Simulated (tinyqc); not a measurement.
Inside a calculation. Model: Raman line shape of confined optical phonons and breathing modes of small crystals. Computed by tinyqc, a small Python program that keeps every step. Command: `OMP_NUM_THREADS=1 python tinyqc.py 3031796 3031797 out.jsonl confine walk`. One thread of a shared host (Intel(R) Xeon(R) Processor @ 2.30GHz), about 0.02 s of CPU time with the checks. Intermediate numbers are printed to about 6 digits and carried at full precision; extremes and crossings named in words are read from the listed rows.

Confinement in 3 direction(s) lets phonons with q away from zero scatter light. q is in units of 2 pi/a, from 0 to 1, and the branch is isotropic: omega(q)^2 = (omega_0^2 + omega_X^2)/2 + ((omega_0^2 - omega_X^2)/2) cos(pi q). The model and its constant beta are phenomenological; beta = 8 is the common choice.

Inputs (values chosen for the exercise, modelled on germanium):
```
quantity                                value      unit
bulk frequency omega_0                  300.9      1/cm
frequency at the zone boundary omega_X    249      1/cm
natural width Gamma_0                     2.5      1/cm
lattice constant a                      5.658  angstrom
size L                                     12        nm
confinement constant beta                   3         -
probe offset omega - omega_0              -13      1/cm
longitudinal velocity                    5320       m/s
transverse velocity                      3240       m/s
```

Shape: sphere.

Constants: c = 299792458 m/s.

## Range of wave vectors

Weight W(q) = q^2 exp(-(2 L q/a)^2/(2 beta)) dq, that is exp(-k^2 L^2/(2 beta pi^2)) for k = 2 pi q/a. Width q_c = a sqrt(2 beta)/(2 L), where the exponential falls to 1/e; curvature of the branch: omega(q) = omega_0 - c q^2, c = pi^2 (omega_0^2 - omega_X^2)/(8 omega_0); for small q_c the mean of q^2 is (number of confined directions) q_c^2/2, and the mean shift is -c times that.

q_c = 0.0577467 2 pi/a

curvature c = 117.014 1/cm

mean shift, quadratic estimate = -0.585308 1/cm

omega(q_c) - omega_0 = -0.389388 1/cm

## Intensity at one frequency

I(omega) = int W(q) / [(omega - omega(q))^2 + (Gamma_0/2)^2] dq / int W dq x (Gamma_0/2)^2, by 400 Gauss-Legendre points on 0 < q < min(1, 2.5 a sqrt(2 beta)/L). Bulk Lorentzian 1/(1 + (2 offset/Gamma)^2); mean shift = weighted mean of omega(q) less the bulk frequency.

I at the probe offset = 0.0100781

bulk Lorentzian there = 0.00916086

mean shift, from the weights = -0.582245 1/cm

## Peak, width and asymmetry

The peak is the maximum of I; the width is taken between the half-maximum points, and the asymmetry is the low-side half-width over the high-side one.

peak shift = -0.498 1/cm

full width = 2.8704 1/cm

asymmetry = 1.1036

peak height (bulk = 1) = 0.90942

The peak moves 86 % as far as the mean: the tail on the low side carries the rest. The asymmetry is too weak to tell size from stress or heating.

## Line shape against size

The formulas are those given above.

Line shape:
```
L (nm)  peak shift (1/cm)  full width (1/cm)  asymmetry  mean shift, quadratic estimate (1/cm)
3                 -4.2108             12.909     2.2734                               -9.36493
3.6               -3.1128             9.5785     2.1225                               -6.50342
4.4               -2.2742             7.0954     1.9154                               -4.35353
5.5               -1.6286             5.2992     1.6725                               -2.78626
7                 -1.1428             4.0914     1.4353                               -1.72009
10               -0.66704             3.1307      1.183                              -0.842844
15               -0.34097             2.6809      1.045                              -0.374597
25               -0.13228             2.5279     1.0038                              -0.134855
```

The peak shift falls with exponent -1.66 at the small end and -1.85 at the large end. For still larger L it tends to the mean shift, which goes as 1/L^2; the ratio is 0.45 in the first row and 0.98 in the last. The width exceeds Gamma_0 by over 10 % for L up to 10 nm. In a sphere the factor q^2 removes the weight at q = 0, so the peak itself moves strongly.

## Breathing mode of the free sphere

Lamb: with s = omega R/v_L, R = L/2, the lowest radial mode solves tan(s)/s = 1/(1 - s^2 v_L^2/(4 v_T^2)), s between pi/2 and pi; wavenumber = s v_L/(2 pi c R).

root s = 2.47107

breathing frequency = 348.711 GHz

breathing wavenumber = 11.6318 1/cm

Checks made by the program: mean shift of a large crystal against the quadratic estimate (relative difference 2e-05).
